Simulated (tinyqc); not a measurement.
From results back to parameters: heavy doping: gap narrowing, degeneracy and the minority density. Five cases, with inputs chosen for the exercise.

Problem. Narrowing at two dopings was computed from hidden E0 and N0, with N0 below Na.

Empirical narrowing (Slotboom form, constants chosen for the exercise; published fits of this form give the apparent narrowing, here it is taken as the true one): dEg = E0 [ln(N/N0) + sqrt(ln(N/N0)^2 + C)].

Find: N0; E0.

Method. The ratio dEg(Nb)/dEg(Na) depends on N0 alone and rises steadily with it; solve for ln N0 by bisection, then E0 from either value.

Case 1.

Values chosen (out of a larger set: gap and densities of states near those of Si at this temperature; narrowing constants near the fits for Si; not measured data): C = 0.5 (smoothing constant); Na = 1.1e+18 1/cm^3; Nb = 3.3e+19 1/cm^3.

dEg(Na) = 36.7010 meV
dEg(Nb) = 89.2051 meV

Solution.

N0 = 1.1e+17 1/cm^3
E0 = 7.79 meV

Case 2.

Values chosen (out of a larger set: gap and densities of states near those of Si at this temperature; narrowing constants near the fits for Si; not measured data): C = 0.5 (smoothing constant); Na = 1.2e+18 1/cm^3; Nb = 3.6e+19 1/cm^3.

dEg(Na) = 31.0003 meV
dEg(Nb) = 75.3491 meV

Solution.

N0 = 1.2e+17 1/cm^3
E0 = 6.58 meV

Case 3.

Values chosen (out of a larger set: gap and densities of states near those of Si at this temperature; narrowing constants near the fits for Si; not measured data): C = 0.5 (smoothing constant); Na = 1.2e+18 1/cm^3; Nb = 3.6e+19 1/cm^3.

dEg(Na) = 31.6128 meV
dEg(Nb) = 76.8377 meV

Solution.

N0 = 1.2e+17 1/cm^3
E0 = 6.71 meV

Case 4.

Values chosen (out of a larger set: gap and densities of states near those of Si at this temperature; narrowing constants near the fits for Si; not measured data): C = 0.5 (smoothing constant); Na = 8.5e+17 1/cm^3; Nb = 2.6e+19 1/cm^3.

dEg(Na) = 36.7010 meV
dEg(Nb) = 89.5065 meV

Solution.

N0 = 8.5e+16 1/cm^3
E0 = 7.79 meV

Case 5.

Values chosen (out of a larger set: gap and densities of states near those of Ge at this temperature; narrowing constants of the size fitted for Si, not for this material; not measured data): C = 0.5 (smoothing constant); Na = 1.3e+18 1/cm^3; Nb = 3.9e+19 1/cm^3.

dEg(Na) = 46.0765 meV
dEg(Nb) = 111.9930 meV

Solution.

N0 = 1.3e+17 1/cm^3
E0 = 9.78 meV

Computed by tinyqc, one run a case: `OMP_NUM_THREADS=1 python tinyqc.py N N+1 out.jsonl` with N = 1681552, 1681574, 1681674, 1681691, 1681709; one thread of a shared Intel(R) Xeon(R) Processor @ 2.30GHz, about 0.01 s a run at most.
